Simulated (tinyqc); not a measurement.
UKS/LDA (PW92) in the sto-3g basis, for H4+, spin multiplicity 2, step by step. One step of it, computed by the program tinyqc.

Task: Iteration 2: diagonalisation and new density. Diagonalise F' = X^T F X, C = X C', fill 2 alpha and 1 beta electrons from the bottom; D(s) = C_occ C_occ^T. Each column has its largest component positive (the first on a tie).

F(alpha) (hartree):
```
           1H 1s      2H 1s      3H 1s      4H 1s
1H 1s  -0.533071  -0.178605  -0.038820  -0.001180
2H 1s  -0.178605  -0.417324  -0.385530  -0.038820
3H 1s  -0.038820  -0.385530  -0.417324  -0.178605
4H 1s  -0.001180  -0.038820  -0.178605  -0.533071
```

F(beta) (hartree):
```
           1H 1s      2H 1s      3H 1s      4H 1s
1H 1s  -0.405914  -0.167496  -0.037672  -0.001170
2H 1s  -0.167496  -0.399994  -0.379909  -0.037672
3H 1s  -0.037672  -0.379909  -0.399994  -0.167496
4H 1s  -0.001170  -0.037672  -0.167496  -0.405914
```

X:
```
           1H 1s      2H 1s      3H 1s      4H 1s
1H 1s   1.017749  -0.117727   0.026313  -0.002014
2H 1s  -0.117727   1.135625  -0.306316   0.026313
3H 1s   0.026313  -0.306316   1.135625  -0.117727
4H 1s  -0.002014   0.026313  -0.117727   1.017749
```

Give: F' = X^T F X; orbital energies; coefficients C; F' = X^T F X; orbital energies; coefficients C; D(alpha) after iteration 2; D(beta) after iteration 2.

Result:

F' = X^T F X (alpha) (hartree):
```
         1        2        3        4
1  -0.5151  -0.0991   0.0246  -0.0024
2  -0.0991  -0.2714  -0.2523   0.0246
3   0.0246  -0.2523  -0.2714  -0.0991
4  -0.0024   0.0246  -0.0991  -0.5151
```

orbital energies (alpha) (hartree): MO1 -0.5952, MO2 -0.5420, MO3 -0.4460, MO4 0.0102

coefficients C (alpha):
```
          MO1      MO2      MO3      MO4
1H 1s  0.4507   0.6783   0.5630  -0.2651
2H 1s  0.3783   0.1356  -0.4527   1.0157
3H 1s  0.3783  -0.1356  -0.4527  -1.0157
4H 1s  0.4507  -0.6783   0.5630   0.2651
```

F' = X^T F X (beta) (hartree):
```
         1        2        3        4
1  -0.3858  -0.1038   0.0262  -0.0026
2  -0.1038  -0.2525  -0.2562   0.0262
3   0.0262  -0.2562  -0.2525  -0.1038
4  -0.0026   0.0262  -0.1038  -0.3858
```

orbital energies (beta) (hartree): MO1 -0.5467, MO2 -0.4228, MO3 -0.3504, MO4 0.0434

coefficients C (beta):
```
          MO1      MO2      MO3      MO4
1H 1s  0.2581   0.6601   0.6734  -0.3076
2H 1s  0.4981   0.1998  -0.3162   1.0050
3H 1s  0.4981  -0.1998  -0.3162  -1.0050
4H 1s  0.2581  -0.6601   0.6734   0.3076
```

D(alpha) after iteration 2:
```
         1H 1s   2H 1s   3H 1s    4H 1s
1H 1s   0.6631  0.2625  0.0785  -0.2569
2H 1s   0.2625  0.1615  0.1247   0.0785
3H 1s   0.0785  0.1247  0.1615   0.2625
4H 1s  -0.2569  0.0785  0.2625   0.6631
```

D(beta) after iteration 2:
```
        1H 1s   2H 1s   3H 1s   4H 1s
1H 1s  0.0666  0.1286  0.1286  0.0666
2H 1s  0.1286  0.2481  0.2481  0.1286
3H 1s  0.1286  0.2481  0.2481  0.1286
4H 1s  0.0666  0.1286  0.1286  0.0666
```
